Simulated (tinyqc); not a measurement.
Optical gain and spontaneous emission in a bulk direct-gap semiconductor: one step. Occupations and gain at E. Four cases, with inputs chosen for the exercise.

Problem. Use mr and alpha from the table.

For band j the electron sits at Ee = (E - Eg) mr/me above its edge and the hole at Eh = (E - Eg) mr/mj; fe = 1/(1 + exp((Ee - Fc)/kT)), fh = 1/(1 + exp((Eh - Fv)/kT)); gain g = sum_j alpha_j (fe + fh - 1).

Give: Energies, occupations and gain of each hole band; total gain.

Case 1.

Values chosen (near those of InGaAs; the results hold for these values, not for the real material): E = 0.758 eV (photon energy); Eg = 0.733 eV (direct gap); me = 0.0405 m0 (electron mass); mhh = 0.454 m0 (heavy-hole mass); mlh = 0.0529 m0 (light-hole mass).

mr, J and alpha of each hole band:
```
hole     mr (m0)  J (1/(eV angstrom^3))  alpha (1/cm)
heavy  0.0371830            7.72276e-06      2365.395
light  0.0229384            3.74198e-06      1146.126
```

Fc = 0.103410 eV
Fv = -0.031579 eV
kT = 0.02154333 eV

Solution.

Energies, occupations and gain of each hole band:
```
hole   Ee (eV)  Eh (eV)     fe     fh  g (1/cm)
heavy   0.0230   0.0020  0.977  0.174       355
light   0.0142   0.0108  0.984  0.122       122
```

total gain = 478 1/cm

E - Eg = 0.0250 eV is below Fc + Fv = 0.0718 eV, so both bands give gain (Bernard-Duraffourg).

Case 2.

Values chosen (near those of GaN; the results hold for these values, not for the real material): E = 3.578 eV (photon energy); Eg = 3.532 eV (direct gap); me = 0.203 m0 (electron mass); mhh = 1.353 m0 (heavy-hole mass); mlh = 0.2954 m0 (light-hole mass).

mr, J and alpha of each hole band:
```
hole     mr (m0)  J (1/(eV angstrom^3))  alpha (1/cm)
heavy  0.1765161            0.000108353      7274.965
light  0.1203174            6.09758e-05      4093.995
```

Fc = 0.021462 eV
Fv = -0.039603 eV
kT = 0.01723467 eV

Solution.

Energies, occupations and gain of each hole band:
```
hole   Ee (eV)  Eh (eV)     fe     fh  g (1/cm)
heavy   0.0400   0.0060  0.254  0.066     -4943
light   0.0273   0.0187  0.417  0.033     -2254
```

total gain = -7197 1/cm

E - Eg = 0.0460 eV is above Fc + Fv = -0.0181 eV, so both bands give loss (Bernard-Duraffourg).

Case 3.

Values chosen (near those of GaN; the results hold for these values, not for the real material): E = 3.468 eV (photon energy); Eg = 3.392 eV (direct gap); me = 0.2051 m0 (electron mass); mhh = 1.453 m0 (heavy-hole mass); mlh = 0.2893 m0 (light-hole mass).

mr, J and alpha of each hole band:
```
hole     mr (m0)  J (1/(eV angstrom^3))  alpha (1/cm)
heavy  0.1797300            0.000143095      9852.943
light  0.1200150            7.80811e-05      5376.363
```

Fc = 0.062564 eV
Fv = -0.044378 eV
kT = 0.02585200 eV

Solution.

Energies, occupations and gain of each hole band:
```
hole   Ee (eV)  Eh (eV)     fe     fh  g (1/cm)
heavy   0.0666   0.0094  0.461  0.111     -4216
light   0.0445   0.0315  0.668  0.050     -1513
```

total gain = -5729 1/cm

E - Eg = 0.0760 eV is above Fc + Fv = 0.0182 eV, so both bands give loss (Bernard-Duraffourg).

Case 4.

Values chosen (near those of GaAs; the results hold for these values, not for the real material): E = 1.471 eV (photon energy); Eg = 1.39 eV (direct gap); me = 0.0649 m0 (electron mass); mhh = 0.492 m0 (heavy-hole mass); mlh = 0.0848 m0 (light-hole mass).

mr, J and alpha of each hole band:
```
hole     mr (m0)  J (1/(eV angstrom^3))  alpha (1/cm)
heavy  0.0573367            2.66181e-05      4788.532
light  0.0367637            1.36665e-05      2458.565
```

Fc = 0.150243 eV
Fv = -0.023968 eV
kT = 0.03016067 eV

Solution.

Energies, occupations and gain of each hole band:
```
hole   Ee (eV)  Eh (eV)     fe     fh  g (1/cm)
heavy   0.0716   0.0094  0.931  0.248       861
light   0.0459   0.0351  0.970  0.124       229
```

total gain = 1090 1/cm

E - Eg = 0.0810 eV is below Fc + Fv = 0.1263 eV, so both bands give gain (Bernard-Duraffourg).

Computed by tinyqc, one run a case: `OMP_NUM_THREADS=1 python tinyqc.py N N+1 out.jsonl` with N = 1650142, 1650223, 1650260, 1650270; one thread of a shared Intel(R) Xeon(R) Processor @ 2.30GHz, about 0.1 s a run at most.
